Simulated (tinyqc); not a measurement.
Moments against temperature: two-sublattice mean-field magnet: ferrimagnet, compensation points and susceptibility. Computed by tinyqc, a small Python program. Command: `OMP_NUM_THREADS=1 python tinyqc.py 3026585 3026586 out.jsonl ferri walk`. One thread of a shared host (Intel(R) Xeon(R) Processor @ 2.30GHz), about 0.01 s of CPU time with the checks.

A random alloy A(1-x)B(x) with H = -sum over pairs J S_i.S_j. a = <S_A> and b = <S_B> are taken along z, a > 0. Exchange fields: h_A = (1 - x) zJ_AA a + x zJ_AB b, h_B = (1 - x) zJ_AB a + x zJ_BB b; a = S_A B_(S_A)(S_A h_A/(k_B T)) and likewise for b, with the Brillouin function B_S(y) = [(2S + 1)/(2S)] coth[(2S + 1) y/(2S)] - [1/(2S)] coth[y/(2S)].

Inputs (values chosen for the exercise, for a model ferrimagnet):
```
quantity,value,unit
spin S_A,2.5,-
spin S_B,1.5,-
g factor g_A,2,-
g factor g_B,2,-
fraction x of B sites,0.14,-
z J_AA,9.93,meV
z J_BB,1.2,meV
z J_AB,-4.1,meV
T over T_c,0.76,-
```

Constants: k_B = 8.617333262e-05 eV/K.

Method:
- Linearised, T (a, b) = M (a, b) with M_ij = S_i (S_i + 1) c_j zJ_ij/(3 k_B), c_A = 1 - x, c_B = x. T_c is the larger eigenvalue, and its eigenvector gives b/a at onset, (T_c - M_AA)/M_AB.
- Repeat from a = S_A, b = -S_B until a and b change by less than 1e-10.
- Net moment m = (1 - x) g_A a + x g_B b in mu_B per site; net spin s = (1 - x) a + x b.

T_c = 292.469 K

Sublattices:
```
T/T_c,T (K),a/S_A,-b/S_B,m (mu_B)
0.05,14.62,1.00000,0.99950,3.8802
0.15,43.87,0.99885,0.93303,3.9032
0.30,87.74,0.97506,0.72187,3.8896
0.45,131.61,0.91771,0.52916,3.7239
0.60,175.48,0.82677,0.38172,3.3948
0.72,210.58,0.72139,0.28530,2.9821
0.84,245.67,0.56778,0.19581,2.3592
0.92,269.07,0.41202,0.13079,1.7168
0.97,283.69,0.25632,0.07750,1.0696
```

At 0.45 T_c A keeps 0.92 and B 0.53 of saturation. |m| is not monotonic but keeps its sign.
